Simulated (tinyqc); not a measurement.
# Admittance spectroscopy of a deep trap, step by step

Program tinyqc, `OMP_NUM_THREADS=1 python tinyqc.py 2050044 2050045 out.jsonl`; Intel Xeon 2.30GHz, shared host, one thread, about 0.01 s. Printed values are rounded.

Schottky contact on an n-type layer with shallow donors Nd (all ionised) and a donor-like deep trap, neutral when filled and positive when empty; depletion approximation. Traps within lam of the depletion edge stay filled. The traps at xt = W - lam, where the level crosses the Fermi level, follow a slow signal and not a fast one. w = 2 pi f.

Parameters, values chosen for the exercise; material values close to those of silicon: relative permittivity eps_r = 11.7; conduction-band density of states at 300 K Nc = 2.76e19 cm^-3; thermal velocity at 300 K vth = 2.3e7 cm/s; shallow donor density Nd = 1.8e15 cm^-3; built-in voltage Vbi = 0.55 V; depth of the trap below the conduction edge Et = 0.29 eV; capture cross-section sn = 1.4e-16 cm^2; trap density Nt = 8.3e13 cm^-3; reverse bias Vr = 0.5 V; signal frequency f = 14000 Hz; temperature T = 240 K.

Constants: q = 1.602176634e-19 C, kB = 1.380649e-23 J/K, eps0 = 8.8541878128e-14 F/cm where lengths are in cm. Results are converted to the units shown.

## Widths and limiting capacitances

lam = sqrt(2 eps0 eps_r (EF - ET)/(q Nd)), EF - ET = Et - (kB T/q) ln(Nc(T)/Nd), Nc(T) = Nc (T/300 K)^1.5. In the steady state at the band bending V, 2 eps0 eps_r V/q = Nd W^2 + Nt (W - lam)^2 (the second term only if W > lam). V = Vbi + Vr. C_HF = eps0 eps_r/W, C_LF = eps0 eps_r (Nd + Nt)/(Nd W + Nt xt).

lam = 264.795 nm
W = 859.104 nm
xt = 594.309 nm
C_HF = 12.0584 nF/cm^2
C_LF = 12.2245 nF/cm^2

The step is 1.38 % of C_HF.

## Admittance at the signal frequency

Emission rate en = sn vth(T) Nc(T) exp(-Et/kB T) = sn g T^2 exp(-Et/kB T), g = vth Nc/(300 K)^2, as vth goes as T^0.5 and Nc as T^1.5 (degeneracy factor 1). Inflection frequency w0 = 2 en [1 + Nt xt/(Nd W)]; C = C_HF + (C_LF - C_HF)/(1 + (w/w0)^2), G/w = (C_LF - C_HF)(w/w0)/(1 + (w/w0)^2).

en = 46260.8 1/s
w0/(2 pi) = 15195.0 Hz
C = 12.1482 nF/cm^2
G/w = 0.0827631 nF/cm^2

The signal lies near the inflection, where the loss is largest.
